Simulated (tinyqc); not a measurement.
Worked calculation: UKS/exchange-only LDA in the sto-3g basis, for H4, spin multiplicity 3. One step of it, computed by the program tinyqc.

Question. Iteration 1: diagonalisation and new density. Diagonalise F' = X^T F X, C = X C', fill 3 alpha and 1 beta electrons from the bottom; D(s) = C_occ C_occ^T. Each column has its largest component positive (the first on a tie).

F(alpha) (hartree), lower triangle:
```
           1H 1s      2H 1s      3H 1s      4H 1s
1H 1s  -0.058709
2H 1s  -0.208157  -0.214633
3H 1s  -0.037310  -0.196935  -0.214633
4H 1s  -0.003823  -0.037310  -0.208157  -0.058709
```

F(beta) (hartree), lower triangle:
```
           1H 1s      2H 1s      3H 1s     4H 1s
1H 1s   0.092104
2H 1s  -0.153029  -0.094882
3H 1s  -0.032085  -0.164259  -0.094882
4H 1s  -0.003483  -0.032085  -0.153029  0.092104
```

X, lower triangle:
```
           1H 1s      2H 1s      3H 1s     4H 1s
1H 1s   1.065620
2H 1s  -0.224601   1.115449
3H 1s   0.032172  -0.197489   1.115449
4H 1s  -0.005315   0.032172  -0.224601  1.065620
```

Give: F' = X^T F X; orbital energies; coefficients C; F' = X^T F X; orbital energies; coefficients C; D(alpha) after iteration 1; D(beta) after iteration 1.

Answer.

F' = X^T F X (alpha) (hartree), lower triangle:
```
         1        2        3       4
1   0.0222
2  -0.1965  -0.0907
3   0.0339  -0.1717  -0.0907
4  -0.0076   0.0339  -0.1965  0.0222
```

orbital energies (alpha) (hartree): MO1 -0.3374, MO2 -0.1764, MO3 0.0897, MO4 0.2873

coefficients C (alpha):
```
          MO1      MO2      MO3      MO4
1H 1s  0.1907   0.4432   0.7377  -0.6403
2H 1s  0.5323   0.4839  -0.3956   0.8129
3H 1s  0.5323  -0.4839  -0.3956  -0.8129
4H 1s  0.1907  -0.4432   0.7377   0.6403
```

F' = X^T F X (beta) (hartree), lower triangle:
```
         1        2        3       4
1   0.1731
2  -0.1935   0.0289
3   0.0342  -0.1786   0.0289
4  -0.0076   0.0342  -0.1935  0.1731
```

orbital energies (beta) (hartree): MO1 -0.2162, MO2 -0.0340, MO3 0.2321, MO4 0.4222

coefficients C (beta):
```
          MO1      MO2      MO3      MO4
1H 1s  0.1632   0.4264   0.7443  -0.6516
2H 1s  0.5466   0.5049  -0.3756   0.8000
3H 1s  0.5466  -0.5049  -0.3756  -0.8000
4H 1s  0.1632  -0.4264   0.7443   0.6516
```

D(alpha) after iteration 1, lower triangle:
```
         1H 1s    2H 1s   3H 1s   4H 1s
1H 1s   0.7770
2H 1s   0.0241   0.6740
3H 1s  -0.4048   0.2057  0.6740
4H 1s   0.3842  -0.4048  0.0241  0.7770
```

D(beta) after iteration 1, lower triangle:
```
        1H 1s   2H 1s   3H 1s   4H 1s
1H 1s  0.0266
2H 1s  0.0892  0.2988
3H 1s  0.0892  0.2988  0.2988
4H 1s  0.0266  0.0892  0.0892  0.0266
```
